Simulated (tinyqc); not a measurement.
# Yield against design margin

Cells fail independently with probability Q(k) = erfc(k/sqrt(2))/2 when the margin is k standard deviations, and Y = exp(-Nb Q(k)). phi = exp(-k^2/2)/sqrt(2 pi).  k = margin/s(dVT). With one spare that repairs any one cell, Y1 = exp(-x)(1 + x), x = Nb Q(k).

Values chosen for this exercise: number of cells Nb = 65536.

s(dVT) = 8.94 mV

Yield against design margin:

| M (mV) | k | Q(k) | expected failures x | Y | Y1 |
|---|---|---|---|---|---|
| 34 | 3.8031 | 7.1439e-5 | 4.6818 | 0.0092620 | 0.052625 |
| 36 | 4.0268 | 2.8265e-5 | 1.8524 | 0.15686 | 0.44743 |
| 38 | 4.2506 | 1.0662e-5 | 0.69874 | 0.49721 | 0.84463 |
| 39 | 4.3624 | 6.4317e-6 | 0.42151 | 0.65606 | 0.93259 |
| 42 | 4.6980 | 1.3137e-6 | 0.086094 | 0.91751 | 0.99650 |
| 45 | 5.0336 | 2.4073e-7 | 0.015777 | 0.98435 | 0.99988 |
| 47 | 5.2573 | 7.3105e-8 | 0.0047910 | 0.99522 | 0.99999 |
| 50 | 5.5928 | 1.1169e-8 | 7.3198e-4 | 0.99927 | 1.0000 |

Read the table: what changes, and by how much?

Over a change of the margin from 34 to 50 mV, k goes from 3.80 to 5.59, the expected failures fall by 3.8 decades and the yield goes from 0.00926 to 0.9993. The spare helps most at M = 38 mV among the rows, where it lifts the yield from 0.497 to 0.845.

tinyqc, about 0.01 s, one thread, Intel Xeon 2.30GHz (shared host): `OMP_NUM_THREADS=1 python tinyqc.py 2090133 2090134 out.jsonl`
